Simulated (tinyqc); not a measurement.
Four-point probe at the centre of a round wafer.

Four collinear probes with spacing s at the centre of a thin disc of diameter d with an insulating edge: Rs = C V/I, C = pi/{ln 2 + ln[((d/s)^2 + 3)/((d/s)^2 - 3)]}; C tends to pi/ln 2 = 4.5324. x = d/s.

Inputs (values chosen for the exercise):
```
symbol   value        unit                     meaning
ns      9.7e12       cm^-2  sheet density of the layer
mu         580  cm^2/(V s)              drift mobility
I          500          uA                     current
```

Constants: q = 1.602176634e-19 C. Results are converted to the units shown.

Four-point probe at the centre of a round wafer:
```
x        C  C over its limit  V for Rs = 1/(q ns mu) (mV)
4    2.929            0.6462                        189.4
5    3.362            0.7419                        165.0
7.5  3.927            0.8665                        141.2
10   4.171            0.9203                        133.0
15   4.364            0.9630                        127.1
20   4.436            0.9788                        125.0
40   4.508            0.9946                        123.0
100  4.528            0.9991                        122.5
```

C rises from 2.929 to 4.528. Using 4.5324 overstates Rs by 54.7 % in the first row and by under 1 % from d/s = 40 on among the rows.

Computed by the program tinyqc: `OMP_NUM_THREADS=1 python tinyqc.py 2850113 2850114 out.jsonl`, one thread of a shared Intel Xeon 2.30GHz, about 0.01 s for the whole run.
